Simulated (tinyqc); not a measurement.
Comparisons within one model: optical gain and spontaneous emission in a bulk direct-gap semiconductor. A value that a table varies takes the place of the one given here.

Parabolic bands, vertical transitions, no excitons. For each hole band j: mr = me mj/(me + mj); joint density of states J_j(E) = (mr/c)^(3/2) sqrt(E - Eg)/(2 pi^2), both spins, c = hbar^2/2m0; averaged matrix element |e.p|^2 = m0 Ep/6; alpha_j(E) = 4 pi^2 alpha_f c Ep J_j/(3 nr E) in 1/angstrom (alpha_f the fine-structure constant, listed as alpha among the constants), times 1e8 for 1/cm.

F_j(eta) = (1/Gamma(j + 1)) integral_0^infinity x^j dx/(1 + exp(x - eta)), which tends to exp(eta) for eta << 0.

Quasi-Fermi levels: n = Nc F_1/2(Fc/kT) and p = Nv F_1/2(Fv/kT), Fc counted up from the conduction edge and Fv down from the valence edge; Nc, Nv from N = 2 (m kB T/(4 pi c))^(3/2) with c = hbar^2/2m0, in 1/angstrom^3; times 1e24 for 1/cm^3, with me and (mhh^(3/2) + mlh^(3/2))^(2/3).

For band j the electron sits at Ee = (E - Eg) mr/me above its edge and the hole at Eh = (E - Eg) mr/mj; fe = 1/(1 + exp((Ee - Fc)/kT)), fh = 1/(1 + exp((Eh - Fv)/kT)); gain g = sum_j alpha_j (fe + fh - 1).

Spontaneous rate: R = integral of (nr E/(hbar c))^2/(pi^2 hbar) sum_j alpha_j fe fh dE, with alpha in 1/cm and (nr E/(hbar c))^2 in 1/cm^2 (1e16 per 1/angstrom^2); B = R/(n p); lifetime n/R.

Constants: hbar^2/2m0 = 3.80998211 eV angstrom^2; fine-structure constant alpha = 0.007297352564; kB = 8.617333262e-05 eV/K; hbar = 6.58211957e-16 eV s; hbar c = 1973.269805 eV angstrom.

Values chosen for the exercise (near those of InP; not measured data):
- Eg = 1.342 eV (direct gap)
- me = 0.0818 m0 (electron mass)
- mhh = 0.594 m0 (heavy-hole mass)
- mlh = 0.0895 m0 (light-hole mass)
- Ep = 21.3 eV (Kane energy)
- nr = 3.4 (refractive index)
- T = 200 K
- n = 8.6e+17 1/cm^3 (injected density, n = p)

## Peak gain against injection

The peak is the largest g over E; a dash marks no gain.

Gain:
```
n (1/cm^3)  Fc (eV)  Fv (eV)  peak gain (1/cm)  peak E - Eg (eV)  B (cm^3/s)
4.4e+17      0.0137  -0.0463                 -                 -    2.30e-10
7.1e+17      0.0269  -0.0378                 -                 -    2.16e-10
1.0e+18      0.0380  -0.0317                39            0.0022    2.03e-10
1.2e+18      0.0446  -0.0283               156            0.0058    1.94e-10
1.6e+18      0.0564  -0.0230               436            0.0127    1.80e-10
2.0e+18      0.0669  -0.0188               718            0.0191    1.69e-10
2.7e+18      0.0834  -0.0130              1178            0.0292    1.52e-10
3.5e+18      0.1003  -0.0078              1644            0.0391    1.37e-10
```

transparency density (Fc + Fv = 0) = 8.86e+17 1/cm^3

How do the results move?

Gain starts at 8.86e+17 1/cm^3, where Fc = -Fv = 0.0339 eV: with Nv/Nc = 21 the electrons must be degenerate before the holes are. The slope of peak gain against n is 5.87e-16 cm^2 between the first two rows with gain and 5.82e-16 between the last two; the peak moves from 0.0022 to 0.0391 eV above the gap as the bands fill, and B falls by a factor 1.68. Line broadening and gap shrinkage are left out.

## Gain spectrum

At the density n.

Spectrum:
```
E - Eg (eV)  alpha, empty (1/cm)  fe, heavy  fh, heavy  g (1/cm)
0.005                       2304      0.839      0.116      -100
0.010                       3247      0.802      0.113      -266
0.020                       4558      0.709      0.106      -783
0.030                       5542      0.593      0.099     -1539
0.045                       6714      0.405      0.090     -3022
0.060                       7670      0.240      0.082     -4656
0.080                       8731      0.102      0.072     -6623
0.100                       9627      0.039      0.063     -8181
0.130                      10752      0.009      0.052     -9902
0.170                      11971      0.001      0.040    -11490
0.220                      13182      0.000      0.028    -12890
```

Fc + Fv = -0.0015 eV

What can be read from the table?

No listed energy has gain; the carriers only bleach the edge. At 0.220 eV above the gap g is -0.98 times the absorption of the empty crystal, whose limit is -1.

## Transparency density and B against temperature

Eg is held fixed; B is taken at n = 1e15 1/cm^3.

Results:
```
T (K)  transparency density (1/cm^3)  Fc/kT there  B (cm^3/s)
100                         3.13e+17        1.964    7.28e-10
150                         5.75e+17        1.964    3.98e-10
200                         8.86e+17        1.964    2.60e-10
250                         1.24e+18        1.964    1.87e-10
300                         1.63e+18        1.964    1.43e-10
350                         2.05e+18        1.964    1.14e-10
400                         2.51e+18        1.964    9.37e-11
500                         3.50e+18        1.964    6.77e-11
```

How do the results move?

Fc/kT at transparency stays at 1.964, since it depends on Nv/Nc alone, so the density goes as T^1.50. B goes as T^-1.48, against T^-1.5 for non-degenerate carriers: hot carriers spread over k and fewer pairs share a wave vector.

## What moves transparency and gain

Transparency is Fc + Fv = 0; the peak is the largest g over E at the density n (0 if none). Each row changes one parameter from the base and keeps the others.

Results:
```
case                 transparency density (1/cm^3)  Fc + Fv (eV)  peak gain (1/cm)
base                                      8.86e+17       -0.0015                 0
me = 0.0941 m0                            1.01e+18       -0.0080                 0
mhh = 0.356 m0                            6.82e+17        0.0115               122
Ep = 23.4 eV                              8.86e+17       -0.0015                 0
T = 240 K                                 1.16e+18       -0.0178                 0
n = 1.12e+18 1/cm^3                       8.86e+17        0.0124               105
nr = 3.57                                 8.86e+17       -0.0015                 0
```

What can be read from the table?

The largest shifts from the base row, up to three for each result and ties (the steps differ in size, so this ranks the rows, not the parameters). transparency density (1/cm^3): T +2.79e+17, mhh -2.03e+17, me +1.28e+17; unchanged at the printed digits by Ep, n and nr. Fc + Fv (eV): T -0.0163, n +0.0139, mhh +0.0130; unchanged at the printed digits by Ep and nr. peak gain (1/cm): mhh +122, n +105; unchanged at the printed digits by me, Ep, T and nr.

Run: tinyqc, `OMP_NUM_THREADS=1 python tinyqc.py 1682586 1682587 out.jsonl`; Intel(R) Xeon(R) Processor @ 2.30GHz, one thread, shared host; about 0.09 s of CPU time with all checks.
